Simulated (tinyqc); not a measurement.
Scale length and length offset from two DIBL values.

Problem. DIBL = exp(-Le/(2 l)) + 2 exp(-Le/l) with Le = L - dL. Find l, dL and the drawn length for a DIBL of 100 mV/V.

DIBL at drawn lengths 63 and 91 nm (mV/V): [89.849305, 25.386396]

Solution. With e = exp(-Le/(2 l)), 2 e^2 + e = DIBL gives e and so Le/l at each length; Le/l is a straight line in L with slope 1/l.

l = 12.00 nm
dL = 1.700 nm
length for 100 mV/V = 60.75 nm

Program tinyqc, `OMP_NUM_THREADS=1 python tinyqc.py 2002010 2002011 out.jsonl`; Intel Xeon 2.30GHz, shared host, one thread, about 0.01 s.
